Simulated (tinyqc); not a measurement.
Input admittance of a MOSFET at zero drain bias: distributed channel and distributed gate: one step of the calculation.

Source and drain grounded, strong inversion, w = 2 pi f, Cox = eps0 eox/tox. The channel is an RC line of resistance 1/(mu Cox Vo) per square fed from both ends, so one finger has the intrinsic admittance y = i w Cox L tanh(g)/g per width, g = (1/2) sqrt(i w tau), tau = L^2/(mu Vo). The vertical resistance rv/L is in series with y, the overlaps 2 i w Cov in parallel: y_t = 1/(1/y + rv/L) + 2 i w Cov. The gate strip is a line of Rsh/L per length loaded by y_t, so a finger has Y = y_t Wf tanh(k)/k, k = (Wf/sd) sqrt(y_t Rsh/L); the device has Nf Y.

Problem. Input impedance of the device. k and Y as defined; Z = 1/(Nf Y) = R + 1/(i w C); Q = |Im Z|/R; signal at the point farthest from a contact |1/cosh k|.

Inputs (values chosen for the exercise); values of the order met in silicon radio-frequency transistors: channel length L = 0.35 um; finger width Wf = 9 um; number of fingers Nf = 32; sheet resistance of the gate Rsh = 3.4 ohm/square; number of ends at which a finger is contacted sd = 1; frequency f = 13 GHz.

y_t = 19.68869+214.10322i uS/um

Wanted: k; Nf Y; R; C; Q; signal at the far point.

Solution.

k = 0.30387+0.27721i
Nf Y = 9.025+60.804i mS
R = 2.3885 ohm
C = 760.81 fF
Q = 6.7373
signal at the far point = 0.98999

tinyqc, about 0.01 s, one thread, Intel Xeon 2.30GHz (shared host): `OMP_NUM_THREADS=1 python tinyqc.py 2262078 2262079 out.jsonl`
